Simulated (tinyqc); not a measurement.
Defect equilibria of an oxide against oxygen pressure (mass action): one step, computed by the program tinyqc.

Defects: oxygen vacancies V (charge +2), electrons n, holes p, the ionic partner X = O_i'' (charge -2), and the dopant. Activities are taken equal to concentrations.

Question. Conductivities. sigma_n = e n mu_n, sigma_p = e p mu_p, sigma_ion = 2 e [V] mu_V with mu_V = 2 e D/(k_B T) and D = D_0 exp(-E_m/k_B T); only the oxygen vacancies carry ionic current, and the ionic transport number is sigma_ion over the total.

Inputs (values chosen for the exercise, for a model oxide):
```
quantity                         value        unit
temperature T                     1100           K
electron mobility mu_n           0.024  cm^2/(V s)
hole mobility mu_p               0.015  cm^2/(V s)
vacancy diffusion prefactor D_0  0.098      cm^2/s
vacancy migration energy E_m         1          eV
```

Ionic disorder: anion Frenkel. Dopant (singly charged, fully ionised): acceptor.

n = 2.899300e+15 cm^-3

[V] = 8.500143e+19 cm^-3

p = 3.439533e+13 cm^-3

Constants: k_B = 8.617333262e-05 eV/K; e = 1.602176634e-19 C.

Give: sigma_n; sigma_p; sigma_ion; total conductivity; ionic transport number.

Answer.

sigma_n = 1.1148e-05 S/cm

sigma_p = 8.2661e-08 S/cm

sigma_ion = 0.0014758 S/cm

total conductivity = 0.0014871 S/cm

ionic transport number = 0.99245

The conductor is mainly ionic here.
